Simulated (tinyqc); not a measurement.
From results back to parameters: interface roughness in a thin film (subband fluctuation and scattering). Five cases, with inputs chosen for the exercise.

Problem. The screened mobility was computed from a hidden rms height D.

Gaussian roughness spectrum S(q) = pi D^2 Lc^2 exp(-q^2 Lc^2/4). Degenerate gas, taken to fill one subband (the second starts to fill once c kF^2/md exceeds E2 - E1, which is not tested here): kF = sqrt(2 pi Ns/gv), q = 2 kF sin(theta/2), 1/tau = (md/(2 pi c hbar)) G^2 times the integral from 0 to pi of S(q)(1 - cos theta)/eps(q)^2 dtheta, eps(q) = 1 + qs/q with screening (qs = gv md q0/(c eps), q0 = e^2/(4 pi eps0), form factors left out, which overstates the screening; other scattering is left out too, so these values lie far above measured mobilities in all but the thinnest films) or 1 without; mobility = tau c2/md with c2 = e/m0 = 1.75882e15 cm^2/(V s^2); 1e12/cm^2 = 1e-4/angstrom^2.

Constants: hbar^2/2m0 = 3.80998211 eV angstrom^2; hbar = 6.58211957e-16 eV s; e^2/(4 pi eps0) = 14.39964547 eV angstrom.

Find: mobility for D = 1 angstrom; D.

Method. The mobility goes as 1/D^2, so D is the square root of the ratio. One value fixes only D^2 times a function of Lc; a second density is needed to part the two.

Case 1.

Values chosen (near those of a thin Si channel on (100), two-fold valleys; the results hold for these values, not for the real material): md = 0.196 m0 (mass in the plane); gv = 2 (valleys); Lc = 18 angstrom (correlation length); Ns = 2.1 x 1e12/cm^2 (sheet density); eps = 7.9 (mean dielectric constant at the channel).

G = |dE1/dt| = 1.7854 meV/angstrom
mobility = 528049 cm^2/(V s)

Solution.

mobility for D = 1 angstrom = 2.329e+06 cm^2/(V s)
D = 2.10 angstrom

Case 2.

Values chosen (near those of a thin GaN channel; the results hold for these values, not for the real material): md = 0.205 m0 (mass in the plane); gv = 1 (valleys); Lc = 10 angstrom (correlation length); Ns = 8.5 x 1e12/cm^2 (sheet density); eps = 9.4 (mean dielectric constant at the channel).

G = |dE1/dt| = 2.9891 meV/angstrom
mobility = 24614.8 cm^2/(V s)

Solution.

mobility for D = 1 angstrom = 3.190e+05 cm^2/(V s)
D = 3.60 angstrom

Case 3.

Values chosen (near those of a thin Si channel on (100), two-fold valleys; the results hold for these values, not for the real material): md = 0.193 m0 (mass in the plane); gv = 2 (valleys); Lc = 18 angstrom (correlation length); Ns = 0.97 x 1e12/cm^2 (sheet density); eps = 7.4 (mean dielectric constant at the channel).

G = |dE1/dt| = 3.7603 meV/angstrom
mobility = 353204 cm^2/(V s)

Solution.

mobility for D = 1 angstrom = 1.021e+06 cm^2/(V s)
D = 1.70 angstrom

Case 4.

Values chosen (near those of a thin Si channel on (100), two-fold valleys; the results hold for these values, not for the real material): md = 0.188 m0 (mass in the plane); gv = 2 (valleys); Lc = 32 angstrom (correlation length); Ns = 4 x 1e12/cm^2 (sheet density); eps = 7.9 (mean dielectric constant at the channel).

G = |dE1/dt| = 4.7037 meV/angstrom
mobility = 47187.0 cm^2/(V s)

Solution.

mobility for D = 1 angstrom = 1.529e+05 cm^2/(V s)
D = 1.80 angstrom

Case 5.

Values chosen (near those of a thin InGaAs channel; the results hold for these values, not for the real material): md = 0.046 m0 (mass in the plane); gv = 1 (valleys); Lc = 34 angstrom (correlation length); Ns = 1.9 x 1e12/cm^2 (sheet density); eps = 11.3 (mean dielectric constant at the channel).

G = |dE1/dt| = 2.6735 meV/angstrom
mobility = 62209.2 cm^2/(V s)

Solution.

mobility for D = 1 angstrom = 7.191e+05 cm^2/(V s)
D = 3.40 angstrom

Computed by tinyqc, one run a case: `OMP_NUM_THREADS=1 python tinyqc.py N N+1 out.jsonl` with N = 1280931, 1280983, 1281013, 1281026, 1281065; one thread of a shared Intel(R) Xeon(R) Processor @ 2.30GHz, about 0.01 s a run at most.
